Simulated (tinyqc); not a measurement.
Inside a calculation. Model: tunnelling through a gate dielectric, WKB transmission and Tsu-Esaki current.

Computed by the program tinyqc: `OMP_NUM_THREADS=1 python tinyqc.py 2540019 2540020 out.jsonl`, one thread of a shared Intel Xeon 2.30GHz, about 0.03 s for the whole run. Printed values are rounded.

Electrons leave the emitter at x = 0. Energies E (motion across the layers) are in eV from the emitter Fermi level; the collector Fermi level lies at -V and offers states at every E. No charge in the dielectric and no image force: F1 = V/t1, U = phi1 - F1 x. With C = hbar^2/(2 m0), kappa = sqrt(m (U - E)/C) where U > E and 0 elsewhere; T(E) = exp(-S), S = 2 times the integral of kappa over x.

Inputs (values chosen for the exercise); dielectric values close to those of silicon dioxide:
- T = 300 K (temperature)
- Ef = 0.13 eV (Fermi energy of the emitter above its band bottom)
- me = 0.64 m0 (emitter mass in the supply function)
- phi1 = 3.24 eV (barrier of layer 1 above the emitter Fermi level at zero bias)
- m1 = 0.48 m0 (tunnelling mass of layer 1)
- t1 = 6 nm (thickness of layer 1)
- V = 4 V (voltage across the dielectric)
- E = -0.07 eV (energy of the electron followed)
- nc = 5 (cells in each layer)
- Ea = -0.13 eV (lower end of the energy grid)
- Eb = 0.46 eV (upper end of the energy grid)
- nE = 15 (points of the energy grid)

Constants: q = 1.602176634e-19 C, kB = 1.380649e-23 J/K, hbar = 1.054571817e-34 J s, m0 = 9.1093837015e-31 kg, Vt = kB T/q, hbar^2/(2 m0) = 0.0380998212 eV nm^2. Results are converted to the units shown.

## Fields and band edges

F1 = V/t1, U = phi1 - F1 x.

F1 = 6.66667 MV/cm
U at x = t1 = -0.76 eV

## WKB exponent by the midpoint rule

Cut each layer into nc equal cells, take U and kappa at the cell centres, and sum S = 2 sum kappa h.

```
cell,x (nm),U (eV),kappa (1/nm)
0,0.60000,2.84000,6.05488
1,1.80000,2.04000,5.15585
2,3.00000,1.24000,4.06251
3,4.20000,0.44000,2.53480
4,5.40000,-0.36000,0.00000
```

S = 42.7393
T(E) = 2.74505e-19

## WKB exponent in closed form

Each layer adds (2/F) sqrt(m/C) [G(u at its left edge) - G(u at its right edge)] to S, with u = U - E (0 where negative) and G(u) = (2/3) u^1.5. The slope follows from 1/d = -dS/dE.

S = 42.7495
T(E) = 2.71721e-19
energy d over which T(E) grows by a factor e = 0.051619 eV

The midpoint rule gives S = 42.739, so its T(E) is 1.0 % above this value. The band edge of layer 1 drops below E inside the layer: the barrier there is triangular (the Fowler-Nordheim case).

## Current density on a coarse energy grid

J = J0 times the integral of T(E) N(E) dE, N = ln[(1 + exp(-E/Vt))/(1 + exp((-E - V)/Vt))], J0 = q^2 me m0 kB T/(2 pi^2 hbar^3) (times 1e-4 for A/cm^2 per eV), by Simpson's rule on nE equally spaced points from Ea to Eb.

```
point,E (eV),T(E),N,T(E) N
0,-0.130000,8.45339e-20,5.03515,4.25641e-19
1,-0.087857,1.92167e-19,3.43134,6.59392e-19
2,-0.045714,4.34588e-19,1.92584,8.36947e-19
3,-0.003571,9.77709e-19,0.764605,7.47562e-19
4,0.038571,2.18807e-18,0.202876,4.43907e-19
5,0.080714,4.87100e-18,0.0431184,2.10030e-19
6,0.122857,1.07861e-17,0.00859455,9.27018e-20
7,0.165000,2.37567e-17,0.00168949,4.01366e-20
8,0.207143,5.20432e-17,3.31193e-4,1.72363e-20
9,0.249286,1.13392e-16,6.48889e-5,7.35791e-21
10,0.291429,2.45714e-16,1.27120e-5,3.12351e-21
11,0.333571,5.29522e-16,2.49027e-6,1.31865e-21
12,0.375714,1.13483e-15,4.87840e-7,5.53614e-22
13,0.417857,2.41851e-15,9.55672e-8,2.31131e-22
14,0.460000,5.12534e-15,1.87215e-8,9.59540e-23
```

J0 = 2.67754e8 A/(cm^2 eV)
J = 3.71572e-11 A/cm^2

The integrand peaks at E = -0.0457 eV among these points. A converged quadrature from -Ef to above the barrier gives 3.714e-11 A/cm^2; this grid is 0.048 % above that.
